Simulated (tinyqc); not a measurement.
Chemically amplified photoresist: aerial image, acid generation, bake, development and line width: one step, computed by the program tinyqc. Command: `OMP_NUM_THREADS=1 python tinyqc.py 3016555 3016556 out.jsonl resist walk`. One thread of a shared host (Intel(R) Xeon(R) Processor @ 2.30GHz), about 0.03 s of CPU time with the checks.

Lines and spaces of pitch p with a two-beam-like image; x = 0 is the middle of the bright space. The resist is positive and treated as uniform in depth.

Problem. Acid image and its blur. Dose E(x) = E [1 + c cos(2 pi x/p)]; acid h = 1 - exp(-C E(x)). Bake: the acid image is blurred by a Gaussian of variance sigma^2 = 2 D t (each Fourier term k of h, taken on 64 points, is multiplied by exp(-4 pi^2 k^2 D t/p^2)). Cosine coefficients: h(x) = sum_k h_k cos(2 pi k x/p).

Inputs (values chosen for the exercise, for a model resist at 13.5 nm):
```
quantity,value,unit
pitch p,28,nm
image contrast c,0.69,-
mean dose E,15.9,mJ/cm^2
Dill parameter C,0.016,cm^2/mJ
acid diffusivity D,0.11,nm^2/s
bake time t,45,s
```

Give: diffusion length sigma = sqrt(2 D t); h_0 to h_4 before the bake; h_0 to h_4 after the blur; blur factor of the first harmonic.

Solution.

diffusion length sigma = sqrt(2 D t) = 3.146 nm

h_0 to h_4 before the bake: [0.2186, 0.1366, -0.0060, 0.0002, 0.0000]

h_0 to h_4 after the blur: [0.2186, 0.1065, -0.0022, 0.0000, 0.0000]

blur factor of the first harmonic = 0.7794

sigma/p = 0.112; the blur keeps 78 % of the modulation.
